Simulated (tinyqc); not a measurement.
What each parameter does: quantum-confined Stark effect in a modulator well.

Envelopes on cells of 0.5 angstrom over the well |z| < L/2 and 45 angstrom of barrier on each side, psi = 0 beyond, psi'/m continuous (mean mass between points), c = hbar^2/2m0. The electron sees + e F z and the hole - e F z, each with its offset in the barriers; 1 kV/cm = 1e-5 eV/angstrom. Light holes, band mixing and escape by tunnelling are left out.

Exciton: in-plane function exp(-rho/lam), 1/mu = 1/me + 1/mp, E(lam) = c/(mu lam^2) - (q/eps) times the integral over k of Fm(k)(1 + (k lam/2)^2)^(-3/2), Fm(k) the double integral of psi_e^2 psi_h^2 exp(-k |z - z'|), q = e^2/(4 pi eps0); binding Eb = -E at the minimum. Line at Eg + E_e + E_h - Eb, strength proportional to overlap^2/lam^2.

Constants: hbar^2/2m0 = 3.80998211 eV angstrom^2; e^2/(4 pi eps0) = 14.39964547 eV angstrom; hc = 1239.841984 eV nm.

Parameters, chosen for this exercise (near those of a GaAs well in AlGaAs; not measured data):
- L = 100 angstrom (well width)
- Vc = 0.262 eV (conduction offset)
- Vv = 0.144 eV (heavy-hole offset)
- me = 0.0661 m0 (electron, well)
- meb = 0.089 m0 (electron, barrier)
- mh = 0.347 m0 (heavy hole along z, well)
- mhb = 0.384 m0 (heavy hole, barrier)
- Eg = 1.434 eV (gap of the well)
- mp = 0.152 m0 (heavy hole in the plane)
- eps = 12.7 (dielectric constant)
- F = 66 kV/cm (field)

Zero-field line, shift at F, overlap^2 and Eb at F.

One parameter was then changed.

Results before and after:
```
case     line (nm)  shift (meV)  overlap^2  Eb (meV)
base         846.5        -9.54      0.624      7.54
changed      847.4        -9.33      0.624      8.95
```

Which of these changes was made? (a) Vv = 0.18 eV; (b) F = 53 kV/cm; (c) eps = 11.4; (d) me = 0.076 m0; (e) Vc = 0.21 eV; (f) mh = 0.295 m0; (g) L = 90 angstrom.

Answer: (c) eps = 11.4. Of the candidates, run in turn, only this one gives the changed row.

All candidates:
```
case             line (nm)  shift (meV)  overlap^2  Eb (meV)
base                 846.5        -9.54      0.624      7.54
L = 90 angstrom      842.8        -7.18      0.726      8.03
F = 53 kV/cm         846.5        -6.30      0.717      7.77
Vc = 0.21 eV         847.5        -9.88      0.608      7.44
Vv = 0.18 eV         846.3        -9.12      0.640      7.61
me = 0.076 m0        848.1        -9.48      0.615      7.98
mh = 0.295 m0        845.9        -9.26      0.650      7.55
eps = 11.4           847.4        -9.33      0.624      8.95
```

Computed by tinyqc, a small Python program: `OMP_NUM_THREADS=1 python tinyqc.py 1250066 1250067 out.jsonl` (the numbers bound the seed that draws the inputs); one thread of a shared host (Intel(R) Xeon(R) Processor @ 2.30GHz), about 0.2 s for the whole set of steps.
